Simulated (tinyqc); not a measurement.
Self-heating of a transistor with one or more fingers, with temperature-dependent conductivity: one step, computed by the program tinyqc.

N long parallel fingers lie on the top face of a slab whose bottom is held at T_0; the top is otherwise insulated, and heat flows in two dimensions. P in W/mm is 1000 P in W/m.

Question. Correction for the falling conductivity. Kirchhoff transformation for kappa = kappa_0 (T/T_0)^-m: T = T_0 [1 - (m - 1) theta/T_0]^(-1/(m - 1)), where theta is the linear rise. The bracket vanishes at the power P T_0/((m - 1) theta).

Inputs (values chosen for the exercise, modelled on gallium nitride): exponent m in kappa ~ T^-m = 1.45; base temperature T_0 = 358 K; power per gate width P = 0.94 W/mm.

Power: fixed power.

largest theta = 27.72631 K

Give: peak temperature; true rise; true rise / linear rise; power at which the formula diverges.

Answer.

peak temperature = 387.4 K

true rise = 29.36 K

true rise / linear rise = 1.059

power at which the formula diverges = 26.97 W/mm

The falling conductivity adds 5.9 % to the rise.
